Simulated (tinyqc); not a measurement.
Density of states of one tight-binding band on the square lattice: one step. Histogram. Three cases, with inputs chosen for the exercise.

Question. Count the points in equal bins from E_lo to E_hi; g = count/(all points x bin width).

Give: Histogram.

Case 1.

Values chosen: bins = 10 (bins of the histogram); E_lo = -4.713 eV (lower end of the histogram); E_hi = 6.017 eV (upper end).

Distinct energies:
```
E_k (eV)   points
-4.600000       1
-3.245673       4
-1.566676       4
-1.054327       4
1.150000        8
4.716676        4
```

Answer.

Histogram:
```
from (eV)  to (eV)  points  g (1/eV)
-4.7130    -3.6400       1    0.0373
-3.6400    -2.5670       4    0.1491
-2.5670    -1.4940       4    0.1491
-1.4940    -0.4210       4    0.1491
-0.4210     0.6520       0    0.0000
0.6520      1.7250       8    0.2982
1.7250      2.7980       0    0.0000
2.7980      3.8710       0    0.0000
3.8710      4.9440       4    0.1491
4.9440      6.0170       0    0.0000
```

Empty bins: 4 of 10; the fullest holds 8 points. Empty bins inside the band come from the coarse mesh, not from gaps.

Case 2.

Values chosen: bins = 10 (bins of the histogram); E_lo = -9.513 eV (lower end of the histogram); E_hi = 8.017 eV (upper end).

Distinct energies:
```
E_k (eV)   points
-9.480000       1
-7.980387       4
-6.545971       4
-4.360000       4
-3.082986       8
-0.739613       4
0.000000        4
0.380000        8
0.760000        2
1.814416        4
3.082986        8
4.360000        4
5.785971        4
6.905584        4
7.960000        1
```

Answer.

Histogram:
```
from (eV)  to (eV)  points  g (1/eV)
-9.5130    -7.7600       5    0.0446
-7.7600    -6.0070       4    0.0357
-6.0070    -4.2540       4    0.0357
-4.2540    -2.5010       8    0.0713
-2.5010    -0.7480       0    0.0000
-0.7480     1.0050      18    0.1604
1.0050      2.7580       4    0.0357
2.7580      4.5110      12    0.1070
4.5110      6.2640       4    0.0357
6.2640      8.0170       5    0.0446
```

Empty bins: 1 of 10; the fullest holds 18 points. Empty bins inside the band come from the coarse mesh, not from gaps.

Case 3.

Values chosen: bins = 6 (bins of the histogram); E_lo = -6.813 eV (lower end of the histogram); E_hi = 7.717 eV (upper end).

Distinct energies:
```
E_k (eV)   points
-6.720000       1
-5.806173       4
-4.851169       4
-3.600000       4
-2.545584       8
-1.393827       4
-0.480000       2
-0.240000       8
0.000000        4
0.715004        4
2.545584        8
3.600000        4
5.331169        4
6.484996        4
7.680000        1
```

Answer.

Histogram:
```
from (eV)  to (eV)  points  g (1/eV)
-6.8130    -4.3913       9    0.0581
-4.3913    -1.9697      12    0.0774
-1.9697     0.4520      18    0.1161
0.4520      2.8737      12    0.0774
2.8737      5.2953       4    0.0258
5.2953      7.7170       9    0.0581
```

Empty bins: 0 of 6; the fullest holds 18 points.

Computed by tinyqc, one run a case: `OMP_NUM_THREADS=1 python tinyqc.py N N+1 out.jsonl` with N = 1650086, 1650324, 1651530; one thread of a shared Intel(R) Xeon(R) Processor @ 2.30GHz, about 0.1 s a run at most.
